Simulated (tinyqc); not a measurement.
## Permittivity and interlayer from two capacitances

Question. A two-layer stack has Cox = eps0/(t1/e1 + t2/e2) and EOT = 3.9 eps0/Cox. Find e2, the EOT of layer 1 and, with e1 given, t1.

Inputs (values chosen for the exercise): relative permittivity of layer 1 e1 = 8.88.

Constants: eps0 = 8.8541878128e-14 F/cm where lengths are in cm. Results are converted to the units shown.

Cox at t2 = 2.2 and 7.6 nm (uF/cm^2): [3.3307053, 1.7577575]

Answer. EOT is linear in t2 with slope 3.9/e2, and its intercept is the EOT of layer 1.

e2 = 22.7
EOT of layer 1 = 0.659 nm
t1 = 1.50 nm

Computed by the program tinyqc: `OMP_NUM_THREADS=1 python tinyqc.py 2010137 2010138 out.jsonl`, one thread of a shared Intel Xeon 2.30GHz, about 0.01 s for the whole run.
